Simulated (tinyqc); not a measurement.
Worked calculation: plane-wave Kohn-Sham cycle with exchange-only LDA in a layered model solid. One step of it, computed by the program tinyqc.

Question. Iteration 2: potential. V_H(G) = 4 pi rho(G)/G^2 for G != 0 (uniform background); v_x = -(3 rho/pi)^(1/3); V = V_ext + V_H + v_x; Fourier components f(G_m) = (1/N) sum_j f(x_j) exp(-i G_m x_j).

A solid whose potential varies along x alone (atomic units):
```
parameter                      value
period a                    9.100000
cross-section of the cell  25.000000
electrons per cell                 2
grid points                       16
plane waves -n..n, n               2
k points                           3
V1 in V1 cos(2 pi x/a)     -0.440000
```

density after iteration 1 (e/bohr^3): [0.02423301, 0.02160692, 0.01539206, 0.00899360, 0.00471653, 0.00271224, 0.00202899, 0.00185207, 0.00182150, 0.00185207, 0.00202899, 0.00271224, 0.00471653, 0.00899360, 0.01539206, 0.02160692]

Give: Potentials on the grid; V(G_m), m = 0, 1, 2, ....

Answer.

Potentials on the grid (hartree):
```
x         V_ext      V_H      v_x        V
0.0000  -0.4400   0.3023  -0.2850  -0.4227
0.5687  -0.4065   0.2718  -0.2743  -0.4089
1.1375  -0.3111   0.1905  -0.2450  -0.3655
1.7063  -0.1684   0.0824  -0.2048  -0.2907
2.2750        0  -0.0273  -0.1651  -0.1924
2.8438   0.1684  -0.1212  -0.1373  -0.0901
3.4125   0.3111  -0.1908  -0.1247  -0.0043
3.9813   0.4065  -0.2331  -0.1209   0.0525
4.5500   0.4400  -0.2473  -0.1203   0.0725
5.1188   0.4065  -0.2331  -0.1209   0.0525
5.6875   0.3111  -0.1908  -0.1247  -0.0043
6.2562   0.1684  -0.1212  -0.1373  -0.0901
6.8250        0  -0.0273  -0.1651  -0.1924
7.3937  -0.1684   0.0824  -0.2048  -0.2907
7.9625  -0.3111   0.1905  -0.2450  -0.3655
8.5312  -0.4065   0.2718  -0.2743  -0.4089
```

V(G_m), m = 0, 1, 2, ... (hartree): [-0.1843, -0.1258, 0.0043, 0.0021, 0.0003]
